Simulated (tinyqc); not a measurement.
Doping and flat-band voltage from two insulator thicknesses.

Inverse problem. A junctionless wire is fully depleted at VT = Vfb - q Nd R^2/(4 eps0 eps_r) - q Nd R^2 ln(1 + tox/R)/(2 eps0 eox). Find Nd and Vfb.

Inputs (values chosen for the exercise); material values those of a made-up semiconductor:

| symbol | value | unit | meaning |
|---|---|---|---|
| eps_r | 14 |  | relative permittivity of the semiconductor |
| eox | 9 |  | relative permittivity of the gate insulator |
| R | 30 | nm | wire radius |

Constants: q = 1.602176634e-19 C, eps0 = 8.8541878128e-14 F/cm where lengths are in cm. Results are converted to the units shown.

VT at tox = 8.4 and 18 nm (V): -0.22124420  -0.52408003

Solution. The difference of the thresholds is proportional to Nd and holds no Vfb.

Nd = 1.500e18 cm^-3
Vfb = 0.5500 V

tinyqc, about 0.01 s, one thread, Intel Xeon 2.30GHz (shared host): `OMP_NUM_THREADS=1 python tinyqc.py 2460012 2460013 out.jsonl`
